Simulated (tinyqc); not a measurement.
Worked calculation: tight binding, dimerised chain. One step of it, computed by the program tinyqc.

Question. Open chain of 4 cells. The same hoppings without the wrap-around bond.

H of the open chain (eV), lower triangle:
```
           1          2          3          4          5          6          7         8
1   0.000000
2  -0.920000   0.000000
3   0.000000  -1.480000   0.000000
4   0.000000   0.000000  -0.920000   0.000000
5   0.000000   0.000000   0.000000  -1.480000   0.000000
6   0.000000   0.000000   0.000000   0.000000  -0.920000   0.000000
7   0.000000   0.000000   0.000000   0.000000   0.000000  -1.480000   0.000000
8   0.000000   0.000000   0.000000   0.000000   0.000000   0.000000  -0.920000  0.000000
```

Give: levels; weights of the highest filled level on the sites.

Answer.

levels (eV): -2.256  -1.841  -1.208  -0.143  0.143  1.208  1.841  2.256

weights of the highest filled level on the sites: 0.331  0.008  0.122  0.039  0.039  0.122  0.008  0.331

The bulk gap runs from -0.5600 to 0.5600 eV; 2 level(s) of this chain lie inside it: end states, which need the weaker bond inside the cell and a chain longer than their decay length.
